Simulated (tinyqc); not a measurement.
RKS/LDA (PW92) in the sto-6g basis, for BeH2, spin multiplicity 1, step by step (part 2 of 2). Computed by tinyqc, a small Python program that keeps every step (integrals from PySCF). Command: `OMP_NUM_THREADS=1 python tinyqc.py 26323 26324 out.jsonl` (the two numbers bound the seeds that draw the settings). One thread of a shared host (Intel(R) Xeon(R) Processor @ 2.60GHz), about 0.6 s of CPU time with the checks.

Geometry (angstrom):
```
atom        x         y        z
Be    0.00000   0.00000  0.00000
H     0.00000   1.41000  0.11400
H     0.00000  -1.41000  0.11400
```

## Iteration 2: diagonalisation and new density

Kohn-Sham matrix F (hartree), order 1Be 1s, 1Be 2s, 1Be 2px, 1Be 2py, 1Be 2pz, 2H 1s, 3H 1s:
$$\begin{pmatrix}
-3.67344 & -1.05850 & 0.00000 & 0.00000 & 0.00139 & -0.25620 & -0.25620 \\
-1.05850 & -0.46987 & 0.00000 & 0.00000 & -0.00110 & -0.24584 & -0.24584 \\
0.00000 & 0.00000 & 0.00797 & 0.00000 & 0.00000 & 0.00000 & 0.00000 \\
0.00000 & 0.00000 & 0.00000 & -0.10125 & 0.00000 & -0.18822 & 0.18822 \\
0.00139 & -0.00110 & 0.00000 & 0.00000 & 0.00738 & -0.01419 & -0.01419 \\
-0.25620 & -0.24584 & 0.00000 & -0.18822 & -0.01419 & -0.16398 & -0.03250 \\
-0.25620 & -0.24584 & 0.00000 & 0.18822 & -0.01419 & -0.03250 & -0.16398
\end{pmatrix}$$

X, order 1Be 1s, 1Be 2s, 1Be 2px, 1Be 2py, 1Be 2pz, 2H 1s, 3H 1s:
$$\begin{pmatrix}
1.02719 & -0.14843 & 0.00000 & 0.00000 & -0.00143 & 0.01723 & 0.01723 \\
-0.14843 & 1.22178 & 0.00000 & 0.00000 & 0.01811 & -0.28416 & -0.28416 \\
0.00000 & 0.00000 & 1.00000 & 0.00000 & 0.00000 & 0.00000 & 0.00000 \\
0.00000 & 0.00000 & 0.00000 & 1.32478 & 0.00000 & -0.40196 & 0.40196 \\
-0.00143 & 0.01811 & 0.00000 & 0.00000 & 1.00167 & -0.02632 & -0.02632 \\
0.01723 & -0.28416 & 0.00000 & -0.40196 & -0.02632 & 1.26064 & -0.08811 \\
0.01723 & -0.28416 & 0.00000 & 0.40196 & -0.02632 & -0.08811 & 1.26064
\end{pmatrix}$$

D after iteration 1, order 1Be 1s, 1Be 2s, 1Be 2px, 1Be 2py, 1Be 2pz, 2H 1s, 3H 1s:
$$\begin{pmatrix}
2.05186 & -0.16166 & 0.00000 & 0.00000 & -0.01368 & -0.19630 & -0.19630 \\
-0.16166 & 0.68322 & 0.00000 & 0.00000 & 0.03565 & 0.44859 & 0.44859 \\
0.00000 & 0.00000 & 0.00000 & 0.00000 & 0.00000 & 0.00000 & 0.00000 \\
0.00000 & 0.00000 & 0.00000 & 0.60053 & 0.00000 & 0.41005 & -0.41005 \\
-0.01368 & 0.03565 & 0.00000 & 0.00000 & 0.00283 & 0.02359 & 0.02359 \\
-0.19630 & 0.44859 & 0.00000 & 0.41005 & 0.02359 & 0.59594 & 0.00147 \\
-0.19630 & 0.44859 & 0.00000 & -0.41005 & 0.02359 & 0.00147 & 0.59594
\end{pmatrix}$$

overlap S, order 1Be 1s, 1Be 2s, 1Be 2px, 1Be 2py, 1Be 2pz, 2H 1s, 3H 1s:
$$\begin{pmatrix}
1.00000 & 0.25476 & 0.00000 & 0.00000 & 0.00000 & 0.06111 & 0.06111 \\
0.25476 & 1.00000 & 0.00000 & 0.00000 & 0.00000 & 0.43098 & 0.43098 \\
0.00000 & 0.00000 & 1.00000 & 0.00000 & 0.00000 & 0.00000 & 0.00000 \\
0.00000 & 0.00000 & 0.00000 & 1.00000 & 0.00000 & 0.50164 & -0.50164 \\
0.00000 & 0.00000 & 0.00000 & 0.00000 & 1.00000 & 0.04056 & 0.04056 \\
0.06111 & 0.43098 & 0.00000 & 0.50164 & 0.04056 & 1.00000 & 0.02992 \\
0.06111 & 0.43098 & 0.00000 & -0.50164 & 0.04056 & 0.02992 & 1.00000
\end{pmatrix}$$

Diagonalise F' = X^T F X, C = X C', fill 3 alpha and 3 beta electrons from the bottom; D = 2 C_occ C_occ^T; the new density keeps 0.5 of the old one (damping). Each column has its largest component positive (the first on a tie).

F' = X^T F X (hartree):
$$\begin{pmatrix}
-3.57928 & -0.58476 & 0.00000 & 0.00000 & -0.00019 & -0.04065 & -0.04065 \\
-0.58476 & -0.13173 & 0.00000 & 0.00000 & 0.01339 & -0.17421 & -0.17421 \\
0.00000 & 0.00000 & 0.00797 & 0.00000 & 0.00000 & 0.00000 & 0.00000 \\
0.00000 & 0.00000 & 0.00000 & 0.18072 & 0.00000 & -0.27192 & 0.27192 \\
-0.00019 & 0.01339 & 0.00000 & 0.00000 & 0.00891 & -0.01697 & -0.01697 \\
-0.04065 & -0.17421 & 0.00000 & -0.27192 & -0.01697 & 0.05873 & -0.07752 \\
-0.04065 & -0.17421 & 0.00000 & 0.27192 & -0.01697 & -0.07752 & 0.05873
\end{pmatrix}$$

orbital energies (hartree): MO1 -3.67834, MO2 -0.25975, MO3 -0.22671, MO4 0.00563, MO5 0.00797, MO6 0.21157, MO7 0.54369

coefficients C, order 1Be 1s, 1Be 2s, 1Be 2px, 1Be 2py, 1Be 2pz, 2H 1s, 3H 1s:
$$\begin{pmatrix}
0.98909 & -0.22843 & 0.00000 & 0.03319 & 0.00000 & -0.21488 & 0.00000 \\
0.04386 & 0.60629 & 0.00000 & -0.14645 & 0.00000 & 1.13386 & 0.00000 \\
0.00000 & 0.00000 & 0.00000 & 0.00000 & 1.00000 & 0.00000 & 0.00000 \\
0.00000 & 0.00000 & 0.49592 & 0.00000 & 0.00000 & 0.00000 & 1.35360 \\
0.00020 & 0.01384 & 0.00000 & 0.98807 & 0.00000 & 0.16910 & 0.00000 \\
-0.00771 & 0.37068 & 0.41766 & 0.06720 & 0.00000 & -0.79194 & -0.94694 \\
-0.00771 & 0.37068 & -0.41766 & 0.06720 & 0.00000 & -0.79194 & 0.94694
\end{pmatrix}$$

D after iteration 2, order 1Be 1s, 1Be 2s, 1Be 2px, 1Be 2py, 1Be 2pz, 2H 1s, 3H 1s:
$$\begin{pmatrix}
2.05641 & -0.17595 & 0.00000 & 0.00000 & -0.00980 & -0.19045 & -0.19045 \\
-0.17595 & 0.71113 & 0.00000 & 0.00000 & 0.02622 & 0.44870 & 0.44870 \\
0.00000 & 0.00000 & 0.00000 & 0.00000 & 0.00000 & 0.00000 & 0.00000 \\
0.00000 & 0.00000 & 0.00000 & 0.54620 & 0.00000 & 0.41215 & -0.41215 \\
-0.00980 & 0.02622 & 0.00000 & 0.00000 & 0.00161 & 0.01692 & 0.01692 \\
-0.19045 & 0.44870 & 0.00000 & 0.41215 & 0.01692 & 0.60987 & -0.03624 \\
-0.19045 & 0.44870 & 0.00000 & -0.41215 & 0.01692 & -0.03624 & 0.60987
\end{pmatrix}$$

## Iteration 22 (converged): orbitals

converged F (hartree), order 1Be 1s, 1Be 2s, 1Be 2px, 1Be 2py, 1Be 2pz, 2H 1s, 3H 1s:
$$\begin{pmatrix}
-3.67690 & -1.05985 & 0.00000 & 0.00000 & 0.00098 & -0.25651 & -0.25651 \\
-1.05985 & -0.47339 & 0.00000 & 0.00000 & -0.00237 & -0.24679 & -0.24679 \\
0.00000 & 0.00000 & 0.00419 & 0.00000 & 0.00000 & 0.00000 & 0.00000 \\
0.00000 & 0.00000 & 0.00000 & -0.10415 & 0.00000 & -0.18900 & 0.18900 \\
0.00098 & -0.00237 & 0.00000 & 0.00000 & 0.00351 & -0.01466 & -0.01466 \\
-0.25651 & -0.24679 & 0.00000 & -0.18900 & -0.01466 & -0.16430 & -0.03260 \\
-0.25651 & -0.24679 & 0.00000 & 0.18900 & -0.01466 & -0.03260 & -0.16430
\end{pmatrix}$$

Diagonalise F' = X^T F X, C = X C', fill 3 alpha and 3 beta electrons from the bottom; D = 2 C_occ C_occ^T. Each column has its largest component positive (the first on a tie).

F' = X^T F X (hartree):
$$\begin{pmatrix}
-3.58260 & -0.58526 & 0.00000 & 0.00000 & -0.00044 & -0.04067 & -0.04067 \\
-0.58526 & -0.13541 & 0.00000 & 0.00000 & 0.01208 & -0.17435 & -0.17435 \\
0.00000 & 0.00000 & 0.00419 & 0.00000 & 0.00000 & 0.00000 & 0.00000 \\
0.00000 & 0.00000 & 0.00000 & 0.17722 & 0.00000 & -0.27191 & 0.27191 \\
-0.00044 & 0.01208 & 0.00000 & 0.00000 & 0.00503 & -0.01707 & -0.01707 \\
-0.04067 & -0.17435 & 0.00000 & -0.27191 & -0.01707 & 0.05899 & -0.07764 \\
-0.04067 & -0.17435 & 0.00000 & 0.27191 & -0.01707 & -0.07764 & 0.05899
\end{pmatrix}$$

orbital energies (hartree): MO1 -3.68183, MO2 -0.26175, MO3 -0.22816, MO4 0.00203, MO5 0.00419, MO6 0.20992, MO7 0.54200

coefficients C, order 1Be 1s, 1Be 2s, 1Be 2px, 1Be 2py, 1Be 2pz, 2H 1s, 3H 1s:
$$\begin{pmatrix}
0.98904 & -0.22933 & 0.00000 & 0.03274 & 0.00000 & -0.21421 & 0.00000 \\
0.04404 & 0.61055 & 0.00000 & -0.14281 & 0.00000 & 1.13203 & 0.00000 \\
0.00000 & 0.00000 & 0.00000 & 0.00000 & 1.00000 & 0.00000 & 0.00000 \\
0.00000 & 0.00000 & 0.49931 & 0.00000 & 0.00000 & 0.00000 & 1.35236 \\
0.00033 & 0.01751 & 0.00000 & 0.98883 & 0.00000 & 0.16425 & 0.00000 \\
-0.00775 & 0.36759 & 0.41529 & 0.06225 & 0.00000 & -0.79378 & -0.94798 \\
-0.00775 & 0.36759 & -0.41529 & 0.06225 & 0.00000 & -0.79378 & 0.94798
\end{pmatrix}$$

D after iteration 22, order 1Be 1s, 1Be 2s, 1Be 2px, 1Be 2py, 1Be 2pz, 2H 1s, 3H 1s:
$$\begin{pmatrix}
2.06159 & -0.19291 & 0.00000 & 0.00000 & -0.00738 & -0.18393 & -0.18393 \\
-0.19291 & 0.74941 & 0.00000 & 0.00000 & 0.02142 & 0.44818 & 0.44818 \\
0.00000 & 0.00000 & 0.00000 & 0.00000 & 0.00000 & 0.00000 & 0.00000 \\
0.00000 & 0.00000 & 0.00000 & 0.49863 & 0.00000 & 0.41472 & -0.41472 \\
-0.00738 & 0.02142 & 0.00000 & 0.00000 & 0.00061 & 0.01287 & 0.01287 \\
-0.18393 & 0.44818 & 0.00000 & 0.41472 & 0.01287 & 0.61530 & -0.07456 \\
-0.18393 & 0.44818 & 0.00000 & -0.41472 & 0.01287 & -0.07456 & 0.61530
\end{pmatrix}$$

## Convergence

Stop when the energy changes by less than 1e-08 hartree and every element of the error matrix X^T (F D S - S D F) X is below 3e-05.

Course of the cycle:
```
iteration  E (hartree)     change  largest element of the error matrix
1          -15.5862447          -                             1.07e-01
2          -15.5935844  -7.34e-03                             3.93e-02
3          -15.5970262  -3.44e-03                             1.74e-02
4          -15.5987349  -1.71e-03                             8.32e-03
5          -15.5995877  -8.53e-04                             4.09e-03
6          -15.6000139  -4.26e-04                             2.02e-03
7          -15.6002270  -2.13e-04                             1.00e-03
8          -15.6003335  -1.07e-04                             5.00e-04
9          -15.6003867  -5.33e-05                             2.48e-04
10         -15.6004134  -2.66e-05                             1.24e-04
11         -15.6004267  -1.33e-05                             6.15e-05
12         -15.6004333  -6.66e-06                             3.06e-05
13         -15.6004367  -3.33e-06                             1.52e-05
14         -15.6004383  -1.66e-06                             7.57e-06
15         -15.6004392  -8.32e-07                             3.77e-06
16         -15.6004396  -4.16e-07                             1.88e-06
17         -15.6004398  -2.08e-07                             9.34e-07
18         -15.6004399  -1.04e-07                             4.65e-07
19         -15.6004399  -5.20e-08                             2.31e-07
20         -15.6004400  -2.60e-08                             1.15e-07
21         -15.6004400  -1.30e-08                             5.73e-08
22         -15.6004400  -6.50e-09                             2.85e-08
```

PySCF RKS in the same basis, fine grid = -15.6007738 hartree

Converged in 22 iterations. The coarse grid moves the energy by +3.34e-04 hartree.

## Populations, bond orders and dipole

Mulliken: Z minus the diagonal of D S on the atom; Loewdin: the same with S^(1/2) D S^(1/2); Mayer order: 2 sum_s sum (D(s) S)_ij (D(s) S)_ji over the two atoms.

Charges (e):
```
atom  Mulliken   Loewdin
1Be    0.00709   0.00741
2H    -0.00354  -0.00371
3H    -0.00354  -0.00371
```

Mayer bond orders:
```
pair    order
2-1   0.99330
3-1   0.99330
3-2   0.00668
```

dipole moment about the origin, x y z (debye): [0.00000, 0.00000, -0.31589]
